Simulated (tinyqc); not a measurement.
From dn, finite wafer back to front recombination velocity S_f: surface photovoltage measurement of the minority-carrier diffusion length in a wafer. Computed by tinyqc, a small Python program. Command: `OMP_NUM_THREADS=1 python tinyqc.py 3130226 3130227 out.jsonl spv inv`. One thread of a shared host (Intel(R) Xeon(R) Processor @ 2.30GHz), about 0.03 s of CPU time with the checks.

Low injection, steady light, a depletion layer much thinner than 1/alpha and L. The excess density dn is taken at the front edge of the neutral region; light that reaches the back is lost.

Inputs (values chosen for the exercise, modelled on p-type silicon at room temperature):

| quantity | value | unit |
|---|---|---|
| diffusion length L | 96 | micrometre |
| wafer thickness W | 775 | micrometre |
| diffusivity D | 29.7 | cm^2/s |
| back recombination velocity S_b | 1500 | cm/s |
| photon flux entering | 4.3e+13 | 1/(cm^2 s) |
| minority density at the surface barrier scale n_0 | 4.1e+08 | 1/cm^3 |
| temperature T | 298 | K |
| wavelength | 890 | nm |

Constants: k_B = 8.617333262e-05 eV/K.

Method:
- alpha = (84.732/lambda - 76.417)^2 per cm with lambda in micrometre (an empirical fit for silicon between 0.7 and 1.05 micrometre).
- Thick wafer: dn = Phi L/((S_f + D/L)(L + 1/alpha)). Finite wafer, with s = S_b L/D, w = W/L, a = alpha L: dn = [Phi a/(a^2 - 1)] [a - B - exp(-alpha W)(a - s)/(cosh w + s sinh w)]/(S_f + B D/L), B = (sinh w + s cosh w)/(cosh w + s sinh w).
- Photovoltage V = (k_B T/e) ln(1 + dn/n_0). Lifetime = L^2/D.

Problem. A run gave the result below. Find the front recombination velocity S_f, known to lie between 1500 and 4700 cm/s.

dn, finite wafer = 5.987951e+09 1/cm^3

Solution.

Each step takes the trial c = (a f_b - b f_a)/(f_b - f_a), f being the result less the target and a, b, c the logarithms of the listed values; c replaces end b, the old b replaces a if the sign of f changed, and otherwise f_a is halved.

Scan of the range:

| front recombination velocity S_f (cm/s) | dn, finite wafer (1/cm^3) |
|---|---|
| 1500 | 7.22758e+09 |
| 1810 | 6.77067e+09 |
| 2190 | 6.28374e+09 |
| 2660 | 5.77044e+09 |
| 3210 | 5.26697e+09 |
| 3890 | 4.75414e+09 |
| 4700 | 4.26004e+09 |

False position (Illinois rule, in the logarithm of the input) inside the bracket:

| step | end a | end b | trial | dn, finite wafer (1/cm^3) |
|---|---|---|---|---|
| 1 | 2190.00 | 2660.00 | 2449.63 | 5.98943e+09 |
| 2 | 2660.00 | 2449.63 | 2450.99 | 5.98796e+09 |
| 3 | 2660.00 | 2450.99 | 2451.01 | 5.98794e+09 |
| 4 | 2450.99 | 2451.01 | 2451.00 | 5.98795e+09 |

dn, finite wafer falls at every point of a 13-point scan of the range (every second point is shown), so one value fits; it is bracketed by 2190 and 2660. Answer: front recombination velocity S_f = 2451 cm/s.
